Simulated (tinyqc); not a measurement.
Worked calculation: elastic strain and critical thickness of a cubic alloy layer A(1-x)B(x) on a thick substrate. Computed by tinyqc, a small Python program that keeps every step. Command: `OMP_NUM_THREADS=1 python tinyqc.py 3005838 3005839 out.jsonl misfit walk`. One thread of a shared host (Intel(R) Xeon(R) Processor @ 2.30GHz), about 0.01 s of CPU time with the checks. Intermediate numbers are printed to about 6 digits and carried at full precision; extremes and crossings named in words are read from the listed rows.

Strain is positive in tension. The layer is coherent with the substrate unless said otherwise.

Inputs (values chosen for the exercise, for a model alloy): fraction x of B = 0.65; lattice constant a_A = 5.658 angstrom; lattice constant a_B = 5.431 angstrom; substrate lattice constant a_S = 5.652 angstrom; layer thickness h = 24 nm; biaxial modulus of the substrate M_S = 135 GPa; substrate thickness t_S = 625 micrometre; wafer diameter W = 50 mm; X-ray wavelength = 1.540593 angstrom; start of the iteration h0/b = 20.

Growth plane: (111). Layer: uncapped. Misfit dislocation: 60-degree.

C11, C12, C44 of A (GPa): [131.6, 53.96, 74.32]

C11, C12, C44 of B (GPa): [173.7, 64.35, 75.53]

## Alloy by Vegard's rule, and misfit

a = (1 - x) a_A + x a_B, the same rule for each C_ij; misfit f = (a_S - a)/a, the in-plane strain of the coherent layer.

free lattice constant a = 5.51045 angstrom

elastic constants (GPa): C11 158.9650, C12 60.7135, C44 75.1065

misfit f = 0.0256876

The layer is stretched in the plane by 2.57 %.

## Biaxial strain, stress and energy

(111): D = 2 (C11 + 2 C12 - 2 C44)/(C11 + 2 C12 + 4 C44), M = 6 C44 (C11 + 2 C12)/(C11 + 2 C12 + 4 C44). The free surface carries no normal stress, so e_perp = -D f; dV/V = 2 f + e_perp; stress = M f; energy per area = M f^2 h (1 GPa nm = 1 J/m^2).

ratio D = 0.448261

normal strain e_perp = -0.0115147

volume strain dV/V = 0.0398604

biaxial modulus M = 217.548 GPa

in-plane stress = 5.58827 GPa

strain energy per area = 3.44517 J/m^2

Caution: above about 2 % misfit, linear elasticity is rough and compressed layers tend to form islands before dislocations.

## Symmetric X-ray reflection

Reflection 111: d = a_perp/sqrt(3), with a_perp = a (1 + e_perp) for the coherent layer, a for the relaxed layer and a_S for the substrate; sin(theta) = lambda/(2 d).

Bragg angles:
```
crystal         a_perp (angstrom)  theta (degrees)  from substrate (arcsec)
substrate                 5.65200          13.6539                     0.00
coherent layer            5.44700          14.1783                  1887.91
relaxed layer             5.51045          14.0117                  1288.09
```

peak separation of the coherent layer = 1887.91 arcsec

The coherent layer lies 1.47 times as far from the substrate peak as a relaxed one, about 1 + D = 1.45: reading its peak as relaxed would overstate the mismatch by that factor.

## Isotropic constants and the prefactor A

Voigt averages: G = (C11 - C12 + 3 C44)/5, B = (C11 + 2 C12)/3, nu = (3 B - 2 G)/(2 (3 B + G)); b = a/sqrt(2). The 60-degree dislocation has cos alpha = 1/2, and cos lambda = sqrt(3)/6 on (111), for glide on an inclined {111} plane. Matthews-Blakeslee: h_c = A [ln(h_c/b) + 1], A = b (1 - nu cos^2 alpha)/(8 pi |f| (1 + nu) cos lambda), the factor 8 pi being that of an uncapped layer.

shear modulus G = 64.7142 GPa

Poisson ratio nu = 0.218720

Burgers vector b = 0.389648 nm

prefactor A = 1.62172 nm

## Critical thickness by fixed-point iteration

Start at h0, put the right side back in, and stop when the change is below 1e-9 h or h turns negative.

Iteration:
```
step  h in (nm)  h out (nm)   change (nm)
1       7.79295     6.47994  -1.31301e+00
2       6.47994     6.18072  -2.99220e-01
3       6.18072     6.10405  -7.66690e-02
4       6.10405     6.08381  -2.02425e-02
5       6.08381     6.07842  -5.38692e-03
6       6.07842     6.07699  -1.43659e-03
7       6.07699     6.07660  -3.83325e-04
...         ...         ...           ...
10      6.07647     6.07647  -7.28630e-06
11      6.07647     6.07646  -1.94460e-06
12      6.07646     6.07646  -5.18984e-07
13      6.07646     6.07646  -1.38509e-07
14      6.07646     6.07646  -3.69659e-08
15      6.07646     6.07646  -9.86565e-09
16      6.07646     6.07646  -2.63299e-09
```

critical thickness h_c (Matthews-Blakeslee) = 6.07646 nm

Converged; near the root each step shrinks the error by A/h_c = 0.267. h_c is 15.6 Burgers vectors.

## Equilibrium strain at the thickness h

For h > h_c the same force balance gives the strain left, |e| = |f| A [ln(h/b) + 1]/h, and below h_c e = f; relaxation = 1 - e/f; dislocations per length across each line direction = (|f| - |e|)/(b cos lambda), times 2/3 for the three line sets on (111).

strain left e = 0.00888800

relaxation = 65.3996 %

dislocation line density = 99.5692 1/micrometre

h is 3.95 h_c: in equilibrium dislocations lie 10.0 nm apart; slow nucleation and glide can keep a real layer more strained.

## Wafer curvature of the coherent layer

Stoney: curvature = 6 |stress| h/(M_S t_S^2); radius = 1/curvature; bow = curvature W^2/8.

curvature = 0.0152597 1/m

radius of curvature = 65.5321 m

bow = 4.76865 micrometre

Caution: M_S is near the value for a (001) wafer; a (111) wafer is stiffer and bends less. Caution: the curvature assumes a coherent layer, but h exceeds h_c.

## Force balance against energy balance

People-Bean: h_c = P ln(h_c/b), P = (1 - nu)/(1 + nu) b^2/(16 pi sqrt(2) a f^2). The misfit is scaled by 0.25, 0.4, 0.6, 1, 1.5, 2.2 at fixed a, b and nu; the upper root is taken, and rows with A < 1.3 b or P < 3 b, where the roots shrink to the core size or vanish, are left out.

Critical thickness:
```
|f| (%)  Matthews-Blakeslee (nm)  People-Bean (nm)    ratio
0.64219                  35.8128           420.822  11.7506
1.02750                  20.0264           138.173   6.8995
1.54125                  11.9570            50.981   4.2637
2.56876                   6.0765            13.291   2.1873
3.85313                   3.4340             3.821   1.1126
```

The exponents d ln h_c/d ln f are -1.24 and -2.37 between the first rows, steeper than the -1 and -2 of the prefactors because of the logarithm. The ratio falls from 11.8 to 1.11 as the misfit grows. Where People-Bean lies above, a layer between the lines is metastable: dislocations would lower the energy but have to be nucleated. Above about 2 % misfit islands may come first.

Checks made by the program: D and M against the full stiffness tensor (relative difference below 1e-10); h_c against the Lambert function, -A W_(-1)(-b/(A e)) (relative difference 2e-10).
